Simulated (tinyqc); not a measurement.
Solute against host over temperature: five-frequency model of solute diffusion by vacancies in an fcc metal. Computed by tinyqc, a small Python program. Command: `OMP_NUM_THREADS=1 python tinyqc.py 3023346 3023347 out.jsonl fivefreq walk`. One thread of a shared host (Intel(R) Xeon(R) Processor @ 2.30GHz), about 0.08 s of CPU time with the checks.

A vacancy next to the solute exchanges with it (w2), jumps to one of 4 sites that also neighbour the solute (w1) or to one of 7 that do not (w3); w4 is the reverse of w3 and w0 the host jump.

Inputs (values chosen for the exercise, for a model solute in a host close to gold):

| quantity | value | unit |
|---|---|---|
| barrier E0 (host jump) | 0.726 | eV |
| barrier E1 (vacancy circles the solute) | 0.653 | eV |
| barrier E2 (exchange) | 0.591 | eV |
| barrier E3 (dissociation) | 0.912 | eV |
| binding energy E_b (positive for attraction) | 0.24 | eV |
| vacancy formation energy E_f | 0.927 | eV |
| formation entropy S_f | 2.1 | k_B |
| attempt frequency nu | 7.9 | THz |
| lattice constant a | 4.08 | angstrom |
| temperature T | 521 | K |

Constants: k_B = 8.617333262e-05 eV/K.

Method:
- w_i = nu exp(-E_i/(k_B T)); detailed balance gives E4 = E3 - E_b.
- Manning: with y = w4/w0, 7F = 7 - (10 y^4 + 180.5 y^3 + 927 y^2 + 1341 y)/(2 y^4 + 40.2 y^3 + 254 y^2 + 597 y + 436); f2 = (2 w1 + 7F w3)/(2 w2 + 2 w1 + 7F w3).
- c_v = exp(S_f - E_f/(k_B T)); host D0 = a^2 c_v w0 x 0.7815; solute D2 = a^2 c_v exp(E_b/(k_B T)) w2 f2; 1 angstrom^2 = 1e-16 cm^2.

Diffusion:

| T (K) | f2 | D0 (cm^2/s) | D2 (cm^2/s) | D2/D0 |
|---|---|---|---|---|
| 339 | 0.10696 | 2.2356e-26 | 1.1500e-21 | 5.1438e+04 |
| 391 | 0.13713 | 4.1459e-23 | 4.9587e-19 | 1.1961e+04 |
| 443 | 0.16491 | 1.3140e-20 | 5.1179e-17 | 3.8950e+03 |
| 521 | 0.20179 | 8.5894e-18 | 9.4064e-15 | 1.0951e+03 |
| 599 | 0.23358 | 1.0378e-15 | 4.4335e-13 | 4.2719e+02 |
| 677 | 0.26133 | 4.1543e-14 | 8.5974e-12 | 2.0695e+02 |
| 755 | 0.28603 | 7.7586e-13 | 9.0463e-11 | 1.1660e+02 |

What does the comparison show, and why?

The apparent activation energy of D2 is 1.333 eV between the coldest rows and 1.329 eV between the hottest; without correlation it would be E_f - E_b + E2 = 1.278 eV, and the host has 1.653 eV. At low T f2 is small, w2 cancels from D2, and the easier of circling and escape sets the barrier, near E_f - E_b + min(E1, E3) = 1.340 eV.
